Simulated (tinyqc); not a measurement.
Free-carrier optics of a doped semiconductor (Drude model with one polar phonon): sweeps and comparisons. A value that a table varies takes the place of the one given here.

eps(E) = ei [1 - Ep^2/(E^2 + i E Gam)] + (es - ei) wT^2/(wT^2 - E^2 - i E gT), with Ep^2 = 8 pi c (e^2/(4 pi eps0)) N/(m ei), c = hbar^2/2m0, N in 1/angstrom^3 (1e-24 per 1/cm^3); Gam = hbar/tau, tau = mu m m0/e with m0/e = 5.685630e-12 kg/C and mu in m^2/(V s). Energies in meV.

n + i k = sqrt(eps1 + i eps2) with k >= 0; R = ((n - 1)^2 + k^2)/((n + 1)^2 + k^2) at normal incidence from vacuum; alpha = 2 E k/(hbar c), times 1e8 for 1/cm; loss function Im(-1/eps) = eps2/(eps1^2 + eps2^2).

Constants: hbar^2/2m0 = 3.80998211 eV angstrom^2; e^2/(4 pi eps0) = 14.39964547 eV angstrom; hbar = 6.58211957e-16 eV s; hbar c = 1973.269805 eV angstrom.

Inputs chosen for the exercise (mass and dielectric values near those of SiC; N and mu are free inputs; interband absorption and the rise of the mass with filling are left out; the results hold for these values, not for the real material):

| symbol | value | unit | meaning |
|---|---|---|---|
| m | 0.37 | m0 | conductivity mass |
| ei | 6.49 |  | high-frequency dielectric constant |
| wT | 99.7 | meV | TO phonon |
| es | 9.82 |  | static dielectric constant |
| N | 2.3e+17 | 1/cm^3 | carrier density |
| mu | 96 | cm^2/(V s) | mobility |
| gT | 0.7 | meV | phonon damping |
| E | 33.4 | meV | photon energy |

## The coupled modes against doping

L-, L+ solve E^4 - (wL^2 + Ep^2) E^2 + Ep^2 wT^2 = 0, wL = wT sqrt(es/ei); damping left out; energies in meV.

Modes:

| N (1/cm^3) | Ep | L- | L+ | Ep sqrt(ei/es) |
|---|---|---|---|---|
| 8.0e+17 | 21.43 | 17.33 | 123.29 | 17.42 |
| 3.0e+18 | 41.50 | 33.06 | 125.18 | 33.74 |
| 8.0e+18 | 67.78 | 51.92 | 130.15 | 55.10 |
| 2.0e+19 | 107.16 | 73.52 | 145.32 | 87.12 |
| 3.0e+19 | 131.25 | 81.83 | 159.91 | 106.70 |
| 5.0e+19 | 169.44 | 89.32 | 189.14 | 137.75 |
| 1.0e+20 | 239.63 | 94.83 | 251.93 | 194.81 |
| 3.0e+20 | 415.04 | 98.17 | 421.50 | 337.41 |
| 8.0e+20 | 677.76 | 99.14 | 681.60 | 550.99 |

wL = 122.64 meV

What can be read from the table?

At low density L- follows Ep sqrt(ei/es) (17.33 against 17.42), a plasmon screened by the lattice, and L+ starts at wL. At the highest density L- has come within 0.56 meV of wT, since the carriers screen the field that lifts wL, and L+ is within 3.83 meV of Ep. The branches are closest, 71.80 meV, at 2e+19 1/cm^3 of those listed. The mass is held fixed, while in a real band it rises with filling.

## Reflectance across the plasma edge

Spectrum:

| E (meV) | eps1 | eps2 | R | alpha (1/cm) |
|---|---|---|---|---|
| 1.1 | 9.01 | 23.88 | 0.523 | 320 |
| 3.4 | 9.03 | 7.65 | 0.330 | 408 |
| 5.7 | 9.05 | 4.48 | 0.284 | 418 |
| 8.0 | 9.08 | 3.10 | 0.268 | 412 |
| 9.8 | 9.11 | 2.46 | 0.263 | 402 |
| 11.5 | 9.15 | 2.04 | 0.260 | 390 |
| 12.6 | 9.17 | 1.82 | 0.259 | 382 |
| 14.4 | 9.22 | 1.53 | 0.259 | 367 |
| 17.2 | 9.29 | 1.20 | 0.259 | 342 |
| 23.0 | 9.47 | 0.77 | 0.261 | 291 |
| 34.5 | 9.89 | 0.37 | 0.268 | 206 |
| 57.5 | 11.28 | 0.14 | 0.293 | 123 |

How do the results move?

Ep = 11.5 meV and Gam = 32.6 meV: Gam exceeds Ep, so damping washes the plasma edge out. R is 0.523 at the lowest energy and lowest, 0.259, at 17.2 meV of those listed; without damping and phonon it would vanish at Ep sqrt(ei/(ei - 1)) = 12.5 meV. At the highest energy R is 0.293, against 0.190 for ei alone. Between the last two rows alpha goes as E^-1.01, where the Drude limit far above Ep and Gam is E^-2; Gam and the phonon term both still act in these rows.

## Free-carrier absorption and index change in the near infrared

At the wavelengths listed E = hc/lambda (hc = 1239.841984 eV nm). Approximate forms: alpha = ei Ep^2 Gam/(E^2 sqrt(ei) hbar c) and dn = -sqrt(ei) Ep^2/(2 E^2). The phonon term is left out here.

Free carriers:

| lambda (micrometre) | E (meV) | alpha (1/cm) | alpha, approximate | dn | dn, approximate |
|---|---|---|---|---|---|
| 1.31 | 946.4 | 0.620 | 0.620 | -0.000188 | -0.000188 |
| 1.55 | 799.9 | 0.867 | 0.869 | -0.000262 | -0.000263 |
| 2.00 | 619.9 | 1.44 | 1.45 | -0.000437 | -0.000438 |
| 3.00 | 413.3 | 3.23 | 3.25 | -0.000979 | -0.000985 |
| 5.00 | 248.0 | 8.89 | 9.04 | -0.00269 | -0.00274 |
| 8.00 | 155.0 | 22.2 | 23.1 | -0.00672 | -0.00700 |
| 10.60 | 117.0 | 37.9 | 40.6 | -0.0114 | -0.0123 |

What does this show, and why?

At 1.55 micrometre alpha = 0.867 1/cm and dn = -0.000262; a phase shift of pi needs a length lambda/(2 |dn|) = 2.95e+03 micrometre, over which the loss is 1.11 dB. The approximate alpha is within 5 % up to 8 micrometre of the wavelengths listed; it needs photon energies well above both Ep and Gam, which lie at 107.9 and 38.0 micrometre. Interband and intervalley absorption are left out.

## What moves the optical constants

At the energy E. Each row changes one parameter from the base and keeps the others.

Results:

| case | Ep (meV) | Gam (meV) | R | alpha (1/cm) |
|---|---|---|---|---|
| base | 11.49 | 32.59 | 0.2672 | 212 |
| N = 3.45e+17 1/cm^3 | 14.07 | 32.59 | 0.2637 | 319 |
| m = 0.444 m0 | 10.49 | 27.16 | 0.2673 | 174 |
| mu = 57.6 cm^2/(V s) | 11.49 | 54.32 | 0.2706 | 188 |
| ei = 6.81 | 11.22 | 32.59 | 0.2664 | 212 |
| E = 40.1 meV | 11.49 | 32.59 | 0.2727 | 175 |

What can be read from the table?

The largest shifts from the base row, up to three for each result and ties (the steps differ in size, so this ranks the rows, not the parameters). Ep (meV): N +2.58, m -1.00, ei -0.27; unchanged at the printed digits by mu and E. Gam (meV): mu +21.73, m -5.43; unchanged at the printed digits by N, ei and E. R: E +0.0055, N -0.0035, mu +0.0034. alpha (1/cm): N +107, m -38.2, E -37.5; unchanged at the printed digits by ei.

(tinyqc, `OMP_NUM_THREADS=1 python tinyqc.py 1682347 1682348 out.jsonl`, Intel(R) Xeon(R) Processor @ 2.30GHz, 1 thread, shared host, about 0.01 s.)
